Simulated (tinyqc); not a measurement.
What each parameter does: three-level Kane dispersion of a narrow-gap semiconductor.

Zero of energy at Gamma8, c = hbar^2/2m0, P^2 = Ep c. The free-electron term and remote bands are left out, so the heavy holes are flat at E = 0 and the other three bands obey E (E - Eg)(E + Dso) = P^2 k^2 (E + 2 Dso/3). The conduction band is the highest root; its edge is Ec = max(Eg, 0).

Degenerate electrons at T = 0: kF = (3 pi^2 n)^(1/3), 1 cm^-3 = 1e-24 angstrom^-3; EF is the highest root at kF. The momentum (cyclotron, optical) mass is m(E) = hbar^2 k/(dE/dk) = c d(k^2)/dE with d(k^2)/dE = k^2 [1/E + 1/(E - Eg) + 1/(E + Dso) - 1/(E + 2 Dso/3)]; the density of states is k d(k^2)/dE/(2 pi^2).

Edge mass m0* = Eg (Eg + Dso)/(Ep (Eg + 2 Dso/3)).
Constants: hbar^2/2m0 = 3.80998211 eV angstrom^2.

Values chosen for the exercise (near those of InAs; shifted at random, so the results belong to these values and not to a real crystal):
- Eg = 0.427 eV (E(Gamma6) - E(Gamma8))
- Dso = 0.39 eV (spin-orbit splitting)
- Ep = 21 eV (Kane energy)
- n = 5e+16 cm^-3 (electron density)

Edge mass, EF - Ec and m(EF).

One parameter was then changed.

Results before and after:
```
case     m0* (m0)  EF - Ec (meV)  m(EF) (m0)
base      0.02418          19.65     0.02618
changed   0.02845          16.80     0.03046
```

Which of these changes was made? (a) Eg = 0.491 eV; (b) Ep = 17.85 eV; (c) n = 1e+17 cm^-3; (d) Dso = 0.4485 eV.

Answer: (b) Ep = 17.85 eV. Of the candidates, run in turn, only this one gives the changed row.

All candidates:
```
case             m0* (m0)  EF - Ec (meV)  m(EF) (m0)
base              0.02418          19.65     0.02618
n = 1e+17 cm^-3   0.02418          30.53     0.02728
Eg = 0.491 eV     0.02743          17.48     0.02919
Dso = 0.4485 eV   0.02452          19.39     0.02652
Ep = 17.85 eV     0.02845          16.80     0.03046
```

tinyqc: `OMP_NUM_THREADS=1 python tinyqc.py 1081047 1081048 out.jsonl`; about 0.01 s, one thread, shared Intel(R) Xeon(R) Processor @ 2.30GHz.
